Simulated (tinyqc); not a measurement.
Zero-field barrier from two thresholds.

Question. The photoemission threshold over an interface barrier is Phi = P0 - sqrt(q F/(4 pi eps0 ei)). Find P0 and ei.

Constants: q = 1.602176634e-19 C, eps0 = 8.8541878128e-14 F/cm where lengths are in cm. Results are converted to the units shown.

thresholds at F = 0.3 and 3 MV/cm (eV): [1.6782186, 1.4581389]

Answer. Phi is linear in sqrt(F): the intercept is P0 and the slope gives ei.

P0 = 1.780 eV
ei = 4.170

Program tinyqc, `OMP_NUM_THREADS=1 python tinyqc.py 2410038 2410039 out.jsonl`; Intel Xeon 2.30GHz, shared host, one thread, about 0.01 s.
